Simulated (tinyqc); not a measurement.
# Counting rate against photon rate

True rate n = nph PDP (dark counts neglected); measured n/(1 + n td) for a non-paralysable detector, n exp(-n td) for a paralysable one.

Inputs (values chosen for the exercise): dead time td = 5 ns.

PDP = 0.119

Counting rate against photon rate:
```
nph (1/s)     n td  non-paralysable (1/s)  paralysable (1/s)
1.7e7      0.01012                2.003e6            2.003e6
3.9e7      0.02320                4.536e6            4.535e6
8.9e7      0.05296                1.006e7            1.004e7
2.1e8       0.1250                2.221e7            2.205e7
4.8e8       0.2856                4.443e7            4.293e7
1.1e9       0.6545                7.912e7            6.803e7
2.5e9        1.488                1.196e8            6.722e7
5.8e9        3.451                1.551e8            2.189e7
1.3e10       7.735                1.771e8            6.764e5
```

The non-paralysable rate climbs towards 1/td = 2.00e8 1/s and reaches 0.886 of it. The paralysable rate goes from 2.00e6 through a maximum of 6.80e7 (at nph = 1.1e9 1/s among the rows listed) to 6.76e5 1/s; its true maximum, 1/(e td) = 7.36e7 1/s, lies at n td = 1, so a measured rate below that has two possible causes.

Computed by the program tinyqc: `OMP_NUM_THREADS=1 python tinyqc.py 2630114 2630115 out.jsonl`, one thread of a shared Intel Xeon 2.30GHz, about 0.01 s for the whole run.
